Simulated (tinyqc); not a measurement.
On-chip interconnect, size-dependent resistivity and RC delay: two steps of the calculation.

A rectangular line between two neighbours and two ground planes. Surface and grain-boundary scattering are added to the bulk resistivity as corrections; capacitances are parallel-plate values without fringing; inductance is ignored.

Parameters, values chosen for the exercise; metal values close to those of copper:
- Lw = 7.5 um (line length)
- Rd = 7100 ohm (driver resistance)
- Cl = 0.077 fF (load capacitance)
- dt = 2.6 ps (time step)

Problem 1. Ladder and Elmore delays. 5 equal pi sections: series Rs = r Lw/5; node capacitances c Lw/5, halved at nodes 0 and 5, with Cl added to node 5; Rd feeds node 0. Elmore delay of node k: the sum, over the resistors on the path to k, of resistance times all capacitance downstream of it.

r = 10.592075 ohm/um
c = 0.19841617 fF/um

Give: Rs; C; Elmore delay.

Solution 1.

Rs = 15.89 ohm

| node | C (fF) | Elmore delay (ps) |
|---|---|---|
| 0 | 0.1488 | 11.11 |
| 1 | 0.2976 | 11.13 |
| 2 | 0.2976 | 11.15 |
| 3 | 0.2976 | 11.17 |
| 4 | 0.2976 | 11.17 |
| 5 | 0.2258 | 11.18 |

The far-end value equals Rd (c Lw + Cl) + r Lw (c Lw/2 + Cl) for any number of pi sections; the line resistance contributes 0.584 % of it.

Problem 2. Node voltages after a time step. A 1 V step is applied behind Rd at t = 0. C dv/dt = -G v + b, with G the conductance matrix of the ladder (1/Rs between neighbours, 1/Rd added at node 0) and b = (1 V/Rd, 0, ...). Trapezoidal step: (C/dt + G/2) v(new) = (C/dt - G/2) v + b.

Rs = 15.888113 ohm

| node | C (fF) | v at t = 0 (V) |
|---|---|---|
| 0 | 0.14881213 | 0 |
| 1 | 0.29762426 | 0 |
| 2 | 0.29762426 | 0 |
| 3 | 0.29762426 | 0 |
| 4 | 0.29762426 | 0 |
| 5 | 0.22581213 | 0 |

Find: v at t = 1 dt.

Solution 2.

| node | v at t = 1 dt (V) |
|---|---|
| 0 | 0.2156 |
| 1 | 0.2120 |
| 2 | 0.2092 |
| 3 | 0.2071 |
| 4 | 0.2058 |
| 5 | 0.2053 |

tinyqc, about 0.01 s, one thread, Intel Xeon 2.30GHz (shared host): `OMP_NUM_THREADS=1 python tinyqc.py 2100004 2100005 out.jsonl`
